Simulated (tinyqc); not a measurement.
Vacuum evaporation: vapour pressure, source flux, thickness distribution, purity and step coverage: one step, computed by the program tinyqc.

Molecular flow, unit sticking of the metal, no re-evaporation. The background gas is taken as water vapour (18.015 g/mol, collision diameter 0.37 nm) at 300 K.

Problem. Scattering and purity. Mean free path lambda = k_B T_g/(sqrt2 pi d^2 p); unscattered share exp(-h/lambda); gas arrival p/sqrt(2 pi m_g k_B T_g); impurity ratio = sticking x gas arrival/metal arrival; monolayer time = 1e15 cm^-2/(sticking x gas arrival).

Inputs (values chosen for the exercise, modelled on aluminium, with constants for the liquid):
```
quantity                    value  unit
source temperature T         1560     K
source-to-wafer distance h     32    cm
background pressure p       2e-05    Pa
sticking of background gas    0.7     -
```

arrival rate at the centre = 6.044976e+14 1/(cm^2 s)

Constants: k_B = 1.380649e-23 J/K; u = 1.6605390666e-27 kg.

Give: mean free path; unscattered share; gas arrival rate; impurity ratio; monolayer time.

Solution.

mean free path = 340.5 m

unscattered share = 0.9991

gas arrival rate = 7.168e+13 1/(cm^2 s)

impurity ratio = 0.08300

monolayer time = 19.93 s
